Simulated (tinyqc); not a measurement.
Tight binding, kagome lattice, step by step. Computed by tinyqc, a small Python program that keeps every step. Settings: t1 = 1.81, t2 = 1.73, delta = -0.52, bands filled = 2. Command: `OMP_NUM_THREADS=1 python tinyqc.py 24860 24861 out.jsonl` (the two numbers bound the seeds that draw the settings). One thread of a shared host (Intel(R) Xeon(R) Processor @ 2.60GHz), about 0.01 s of CPU time with the checks.

## Bloch Hamiltonian at k

Parameters chosen for this model:

| parameter | value | unit |
|---|---|---|
| t1 | 1.810000 | eV, up triangles |
| t2 | 1.730000 | eV, down triangles |
| delta | -0.520000 | eV on site C |

k point k (fractions of the reciprocal vectors): 0.200000  0.320000

H_AB = -t1 - t2 exp(-i k.a1), H_AC = -t1 - t2 exp(-i k.a2), H_BC = -t1 - t2 exp(i k.(a1 - a2)), H_CC = delta.

H(k) at k (eV), lower triangle (Hermitian):
```
                     A                    B          C
A             0.000000
B  -2.344599-1.645328i             0.000000
C  -1.073402-1.565351i  -3.071116-1.184266i  -0.520000
```

## Levels at k

Diagonalise the Hermitian matrix.

eigenvalues (eV): -5.584731  1.655598  3.409132

weights |c|^2 of the basis functions:
```
     band 1    band 2    band 3
A  0.267987  0.569646  0.162367
B  0.379042  0.000047  0.620911
C  0.352971  0.430307  0.216722
```

## Bloch Hamiltonian at K

k point K (fractions of the reciprocal vectors): 0.333333  0.666667

As before.

H(k) at K (eV), lower triangle (Hermitian):
```
                     A                    B          C
A             0.000000
B  -0.945000-1.498224i             0.000000
C  -0.945000+1.498224i  -0.945000-1.498224i  -0.520000
```

## Levels at K

As before.

eigenvalues (eV): -2.164073  -1.733536  3.377609

weights |c|^2 of the basis functions:
```
     band 1    band 2    band 3
A  0.176115  0.469882  0.354003
B  0.176115  0.469882  0.354003
C  0.647769  0.060236  0.291994
```

## Bands along a path

The same steps at evenly spaced points between the labelled ones.

Bands along the path (eV):

| k | band 1 | band 2 | band 3 |
|---|---|---|---|
| G | -7.259082 | 3.199082 | 3.540000 |
| G-K 0.20 | -6.950892 | 2.935270 | 3.495622 |
| G-K 0.40 | -6.078937 | 2.096541 | 3.462396 |
| G-K 0.60 | -4.792158 | 0.831882 | 3.440276 |
| G-K 0.80 | -3.312734 | -0.621124 | 3.413858 |
| K | -2.164073 | -1.733536 | 3.377609 |
| K-M 0.20 | -2.659784 | -1.215867 | 3.355650 |
| K-M 0.40 | -3.143168 | -0.709393 | 3.332561 |
| K-M 0.60 | -3.509082 | -0.322016 | 3.311098 |
| K-M 0.80 | -3.736031 | -0.079350 | 3.295380 |
| M | -3.812888 | 0.003347 | 3.289540 |
| M-K' 0.20 | -3.736031 | -0.079350 | 3.295380 |
| M-K' 0.40 | -3.509082 | -0.322016 | 3.311098 |
| M-K' 0.60 | -3.143168 | -0.709393 | 3.332561 |
| M-K' 0.80 | -2.659784 | -1.215867 | 3.355650 |
| K' | -2.164073 | -1.733536 | 3.377609 |

With 2 band(s) filled, the highest filled level on these points lies at G and the lowest empty one at M: a gap of 0.0905 eV, indirect.
